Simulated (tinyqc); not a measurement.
# A particle near a wafer in liquid: double-layer and van der Waals forces (DLVO), deposition barrier and removal, step by step

A worked calculation. Computed by tinyqc, a small Python program that keeps every step. Command: `OMP_NUM_THREADS=1 python tinyqc.py 3114088 3114089 out.jsonl dlvo walk`. One thread of a shared host (Intel(R) Xeon(R) Processor @ 2.30GHz), about 0.01 s of CPU time with the checks. Intermediate numbers are printed to about 5 digits and carried at full precision; extremes and crossings named in words are read from the listed rows.

Sphere and flat wall, Derjaguin approximation, constant potentials in the linear-superposition form, no retardation and no hydration force.

Inputs (values chosen for the exercise, of the order of those for alumina on silica in water):
```
quantity,value,unit
particle radius R,35,nm
Hamaker constant A,1.1e-20,J
potential of the particle psi_1,-50,mV
potential of the wafer psi_2,-31,mV
salt concentration c,0.0043,mol/L
valence z of the symmetric salt,1,-
temperature T,293,K
dielectric constant of the liquid,80.2,-
gap h,5.2,nm
contact distance h0,0.4,nm
contact radius over R,0.12,-
viscosity,0.72,mPa s
```

Constants: e = 1.602176634e-19 C; N_A = 6.02214076e+23 1/mol; eps_0 = 8.8541878128e-12 F/m; k_B = 1.380649e-23 J/K; k_B = 8.617333262e-05 eV/K.

## Screening

kappa^2 = 2 z^2 e^2 N_A (1000 c)/(eps eps_0 k_B T); gamma_i = tanh(z e psi_i/(4 k_B T)); Z = 64 pi eps eps_0 (k_B T/(z e))^2 gamma_1 gamma_2.

kappa = 0.21513 1/nm

Debye length = 4.6484 nm

gamma_1 = -0.45823

gamma_2 = -0.29766

Z = 12.415 pN

kappa R = 7.5295

Like signs: the double layers repel.

## Energy and force at one gap

U(h) = Z R exp(-kappa h) - A R/(6 h); F(h) = -dU/dh = kappa Z R exp(-kappa h) - A R/(6 h^2), positive for repulsion.

double-layer energy = 35.093 k_B T

van der Waals energy = -3.0504 k_B T

U(h) = 32.043 k_B T

F(h) = 28.167 pN

## The curve

The formulas are those given above.

Against the gap:
```
h (nm),kappa h,U (k_B T),F (pN)
0.4,0.0861,58.900,-3.1527e+02
0.6,0.1291,67.968,-9.6084e+01
1.0,0.2151,70.759,1.1216e+01
1.5,0.3227,67.213,3.9177e+01
2.5,0.5378,56.386,4.4325e+01
4.0,0.8605,41.464,3.5525e+01
7.0,1.5059,21.560,1.9425e+01
12.0,2.5815,6.805,6.6266e+00
20.0,4.3026,0.661,1.1047e+00
40.0,8.6051,-0.377,-2.2983e-02
```

Caution: in rows where h is not small against R, A R/(6 h) overstates the van der Waals term. Caution: in rows with kappa h below 1 linear superposition is only rough.

## Barrier and secondary minimum

F = 0 reads x^2 exp(-x) = y with x = kappa h and y = A kappa/(6 Z); the left side peaks at x = 2 with 4/e^2 = 0.5413, so roots exist for smaller y: x < 2 is the barrier, x > 2 the secondary minimum.

y = 0.031769

position of the barrier = 0.91413 nm

barrier height = 70.884 k_B T

position of the secondary minimum = 34.730 nm

energy at the secondary minimum = -0.39559 k_B T

A barrier above 15 k_B T practically stops deposition.

## Critical salt concentration

The barrier height is zero when U = 0 and F = 0 together: kappa h = 1 and kappa = 6 Z/(e A), e = 2.718282 here; c follows from kappa^2, with the potentials held fixed.

critical kappa = 2.4911 1/nm

critical concentration = 0.57660 mol/L

## Adding salt

kappa scales as sqrt(c); potentials are held fixed. A dash marks rows without a maximum.

Against the concentration:
```
c (mol/L),Debye length (nm),barrier at (nm),barrier (k_B T),minimum at (nm),minimum (k_B T)
5.77e-05,40.128,2.5117,94.580,4.1178e+02,-3.4767e-02
5.77e-04,12.690,1.4494,84.874,1.1172e+02,-1.2586e-01
5.77e-03,4.013,0.8565,68.248,2.9172e+01,-4.6895e-01
2.88e-02,1.796,0.6104,50.479,1.0996e+01,-1.2069e+00
1.15e-01,0.899,0.4743,29.927,4.5316e+00,-2.8060e+00
2.88e-01,0.568,0.4187,13.509,2.4042e+00,-5.0389e+00
5.19e-01,0.423,0.4019,2.078,1.5369e+00,-7.4795e+00
8.65e-01,0.328,0.4133,-7.944,9.7771e-01,-1.0785e+01
1.73e+00,0.232,-,-,-,-
```

At low salt the barrier tends to Z R = 107 k_B T; it is half of that between 0.0058 and 0.029 mol/L and changes sign at 0.58 mol/L, while the secondary minimum deepens to -7.5 k_B T at 0.9 of that.

## Removing an attached particle

Adhesion F_a = A R/(6 h0^2) [1 + a^2/(R h0)] - kappa Z R exp(-kappa h0), a the contact radius. Drag in a shear flow F_d = 1.7 x 6 pi mu R^2 G, acting at 1.4 R; rolling starts when 1.4 R F_d = a F_a. Wall shear stress = mu G.

van der Waals adhesion = 906.35 pN

net adhesion F_a = 820.59 pN

wall shear stress for rolling = 1791.8 Pa

shear rate G = 2.4886e+06 1/s

Checks made by the program: force against a difference of U (relative difference below 1e-10).
